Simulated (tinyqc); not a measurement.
Inside a calculation. Method: G0W0 on RHF in the sto-3g basis, for H6, spin multiplicity 1. One step of it, computed by the program tinyqc.

Problem. G0W0 on Hartree-Fock: HOMO. W(p,q,m) = sqrt2 sum_ia (pq|ia) (X+Y)_ia,m; Sigma_c(x) = sum_(i,m) W^2/(x - e_i + w_m) + sum_(a,m) W^2/(x - e_a - w_m); solve x = e_p + Sigma_c(x) by Newton steps; Z = 1/(1 - dSigma/dx); 1 hartree = 27.211386 eV.

orbital energies (hartree): [-0.684119, -0.580480, -0.440977, 0.398966, 0.726206, 1.129010]

Two-electron integrals over orbitals (pq|rs), unique and non-zero (hartree):
```
(11|11) 0.423343    (21|21) 0.129828    (22|11) 0.336148    (22|22) 0.396336
(31|11) 0.082594    (31|22) -0.054566   (31|31) 0.128754    (32|21) -0.125263
(32|32) 0.144188    (33|11) 0.394764    (33|22) 0.352996    (33|31) 0.044335
(33|33) 0.395707    (41|21) 0.037050    (41|32) 0.003856    (41|41) 0.080301
(42|11) 0.058009    (42|22) -0.002286   (42|31) 0.050635    (42|33) 0.015372
(42|42) 0.071156    (43|21) 0.062817    (43|32) -0.062356   (43|41) 0.014836
(43|43) 0.075922    (44|11) 0.392870    (44|22) 0.352617    (44|31) 0.039704
(44|33) 0.383201    (44|42) 0.024850    (44|44) 0.398210    (51|11) 0.008362
(51|22) 0.027702    (51|31) -0.023654   (51|33) -0.009973   (51|42) 0.037934
(51|44) 0.000682    (51|51) 0.048139    (52|21) 0.023306    (52|32) 0.004039
(52|41) 0.055281    (52|43) -0.037286   (52|52) 0.086986    (53|11) -0.066903
(53|22) -0.003886   (53|31) -0.055485   (53|33) -0.030713   (53|42) -0.067265
(53|44) -0.025569   (53|51) -0.031979   (53|53) 0.072665    (54|21) 0.125993
(54|32) -0.137536   (54|41) 0.006046    (54|43) 0.063902    (54|52) -0.000938
(54|54) 0.148472    (55|11) 0.352085    (55|22) 0.399880    (55|31) -0.042831
(55|33) 0.365369    (55|42) 0.003654    (55|44) 0.374525    (55|51) 0.027974
(55|53) -0.007820   (55|55) 0.425324    (61|21) 0.001779    (61|32) 0.014407
(61|41) 0.028971    (61|43) 0.048857    (61|52) -0.030189   (61|54) -0.011244
(61|61) 0.065637    (62|11) -0.014539   (62|22) -0.033071   (62|31) 0.021009
(62|33) -0.001945   (62|42) -0.034218   (62|44) -0.000137   (62|51) -0.043652
(62|53) 0.036067    (62|55) -0.032329   (62|62) 0.045836    (63|21) 0.041229
(63|32) -0.005513   (63|41) 0.076604    (63|43) 0.017998    (63|52) 0.054972
(63|54) 0.005413    (63|61) 0.028970    (63|63) 0.082580    (64|11) 0.084449
(64|22) -0.046141   (64|31) 0.122319    (64|33) 0.045975    (64|42) 0.052486
(64|44) 0.045022    (64|51) -0.020218   (64|53) -0.055857   (64|55) -0.045845
(64|62) 0.019943    (64|64) 0.131648    (65|21) -0.131807   (65|32) 0.128731
(65|41) -0.038378   (65|43) -0.066323   (65|52) -0.024484   (65|54) -0.135326
(65|61) -0.003060   (65|63) -0.046060   (65|65) 0.148056    (66|11) 0.453134
(66|22) 0.358826    (66|31) 0.090871    (66|33) 0.425144    (66|42) 0.065234
(66|44) 0.430568    (66|51) 0.009705    (66|53) -0.076616   (66|55) 0.386567
(66|62) -0.017217   (66|64) 0.099759    (66|66) 0.513014
```

excitation energies w (hartree): [0.955027, 1.044753, 1.171204, 1.315613, 1.435959, 1.496953, 1.783096, 1.836521, 1.966050]

X + Y, order 1>4, 1>5, 1>6, 2>4, 2>5, 2>6, 3>4, 3>5, 3>6:
```
[[-0.122558, 0.000000, 0.905921, 0.000000, 0.146509, 0.000000, 0.190418, 0.000000, 0.078342],
 [0.000000, -0.088981, 0.000000, 0.348606, 0.000000, 0.871583, 0.000000, -0.239111, 0.000000],
 [-0.089006, 0.000000, -0.099949, 0.000000, 0.159832, 0.000000, -0.234147, 0.000000, 0.918716],
 [0.000000, 0.883672, 0.000000, -0.301980, 0.000000, 0.138953, 0.000000, -0.089614, 0.000000],
 [0.170083, 0.000000, -0.245264, 0.000000, 0.843477, 0.000000, 0.320975, 0.000000, -0.040876],
 [0.000000, 0.035345, 0.000000, -0.111887, 0.000000, 0.347168, 0.000000, 0.907145, 0.000000],
 [0.919037, 0.000000, 0.113110, 0.000000, -0.088174, 0.000000, -0.009085, 0.000000, 0.059685],
 [0.000000, 0.423356, 0.000000, 0.818159, 0.000000, -0.213812, 0.000000, 0.129602, 0.000000],
 [-0.042214, 0.000000, -0.214512, 0.000000, -0.413228, 0.000000, 0.810255, 0.000000, 0.223906]]
```

Give: The 12 largest terms at x = e_p; Newton steps; quasiparticle energy of the HOMO; Hartree-Fock value.

Solution.

The 12 largest terms at x = e_p (hartree; W for the signs of X + Y given):
```
q  m       W       term
1  4  -0.101      0.007
2  1  -0.082      0.006
6  7   0.130     -0.005
4  1   0.080  -3.56e-03
5  4   0.091  -3.36e-03
4  9   0.079  -2.25e-03
5  8   0.079  -2.07e-03
3  4  -0.047   1.66e-03
6  9   0.071  -1.41e-03
5  6  -0.057  -1.22e-03
4  5  -0.050  -1.11e-03
6  3   0.053  -1.02e-03
```

Newton steps (hartree):
```
step       x  Sigma_c(x)      Z
0     -0.441      -0.007  0.980
1     -0.448      -0.007  0.979
2     -0.448      -0.007  0.979
```

quasiparticle energy of the HOMO = -12.182 eV

Hartree-Fock value = -12.000 eV
